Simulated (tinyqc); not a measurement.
Inside a calculation. Model: capacitance measurement on a leaky thin oxide: effects of series resistance and leakage.

Program tinyqc, `OMP_NUM_THREADS=1 python tinyqc.py 2022057 2022058 out.jsonl`; Intel Xeon 2.30GHz, shared host, one thread, about 0.01 s. Printed values are rounded.

The device is a capacitance C in parallel with a leakage conductance G, in series with Rs and Ls. An impedance meter reports either a parallel pair (Cp, Gp) from Y = 1/Z = Gp + i w Cp or a series pair (Cs, Rm) from Z = Rm + 1/(i w Cs); w = 2 pi f, dissipation D = Gp/(w |Cp|).

Parameters, values chosen for the exercise; values of the order met in thin-oxide MOS capacitors:
- eox = 3.9 (relative permittivity of the gate insulator (close to silicon dioxide))
- tox = 1.1 nm (insulator thickness)
- A = 2500 um^2 (gate area)
- zc = 0.46 nm (oxide-equivalent thickness added by the accumulation layer)
- zp = 0 nm (oxide-equivalent thickness added by gate depletion)
- Jg = 0.00013 A/cm^2 (gate leakage current density, not matched to the thickness)
- Vs = 0.17 V (voltage for an e-fold rise of the leakage)
- Rs = 540 ohm (series resistance)
- Ls = 0 nH (series inductance)
- f = 1e6 Hz (measuring frequency)

Constants: eps0 = 8.8541878128e-14 F/cm where lengths are in cm. Results are converted to the units shown.

## True capacitance and conductance

EOT = 3.9 tox/eox; CET = EOT + zc + zp; C = 3.9 eps0 A/CET; G = Jg A/Vs.

EOT = 1.1 nm
CET = 1.56 nm
C = 55.3387 pF
G = 0.0191176 uS

## What the meter reports

Z = Rs + i w Ls + 1/(G + i w C).

Z = 540.16-2876.02i ohm
Cp = 53.4531 pF
Gp = 63.0787 uS
Cs = 55.3387 pF
D = 0.187815

Cp is 3.4 % below C and Cs is within 0.01 % of it; G Rs = 1.03e-5, w C Rs = 0.188 and G/(w C) = 5.50e-5.
